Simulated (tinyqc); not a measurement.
Ion implantation: universal nuclear stopping, Lindhard-Scharff electronic stopping and a Gaussian range profile: one step, computed by the program tinyqc.

An ion slows by elastic collisions with screened nuclei and by friction with electrons; channelling is ignored and the target is uniform.

Problem. Gaussian profile. C(x) = C_p exp(-(x - R_p)^2/(2 dR_p^2)) with C_p = Q/(sqrt(2 pi) dR_p), 1 nm = 1e-7 cm; the profile falls to the background at x_j = R_p + dR_p sqrt(2 ln(C_p/C_B)); the peak atomic fraction is C_p/N.

Inputs (values chosen for the exercise, modelled on silicon ions in germanium): target density N = 44.2 1/nm^3; dose Q = 6.5e+13 1/cm^2; background C_B = 7.1e+16 1/cm^3.

straggle dR_p = 9.501224 nm

projected range R_p = 31.80250 nm

Give: peak concentration C_p; depth x_j where C falls to C_B; peak atomic fraction.

Solution.

peak concentration C_p = 2.7293e+19 1/cm^3

Depth x_j where C falls to C_B = 64.583 nm

peak atomic fraction = 6.1748e-04
